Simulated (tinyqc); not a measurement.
From results back to parameters: polytypes by hexagonality, and a cubic inclusion as a quantum well. Two cases, with inputs chosen for the exercise.

Problem. A square well of depth V with masses m_w inside and m_b outside (first and second entry of m) binds its lowest level at the given depth below the barrier: k tan(k L/2) = (m_w/m_b) q, k = sqrt(m_w E/c), q = sqrt(m_b (V - E)/c), c = hbar^2/2m0. How many double layers wide is it?

Constants: hbar^2/2m0 = 3.80998211 eV angstrom^2.

Find: k; q; L; N.

Method. L = (2/k) arctan((m_w/m_b) q/k), and N = L/d.

Case 1.

Values chosen (out of a larger set: of the order of those of InP; not measured data): m = (0.075, 0.08) m0 (electron mass along c in the cubic layer and in the host); d = 3.391 angstrom (thickness of a double layer).

V = 0.12400 eV
depth V - E = 0.05773 eV

Solution.

k = 0.0361 1/angstrom
q = 0.0348 1/angstrom
L = 40.69 angstrom
N = 12.0

Case 2.

Values chosen (out of a larger set: of the order of those of InP; not measured data): m = (0.082, 0.08) m0 (electron mass along c in the cubic layer and in the host); d = 3.39 angstrom (thickness of a double layer).

V = 0.12800 eV
depth V - E = 0.02633 eV

Solution.

k = 0.0468 1/angstrom
q = 0.0235 1/angstrom
L = 20.34 angstrom
N = 6.0

Computed by tinyqc, one run a case: `OMP_NUM_THREADS=1 python tinyqc.py N N+1 out.jsonl` with N = 1851076, 1851083; one thread of a shared Intel(R) Xeon(R) Processor @ 2.30GHz, about 0.08 s a run at most.
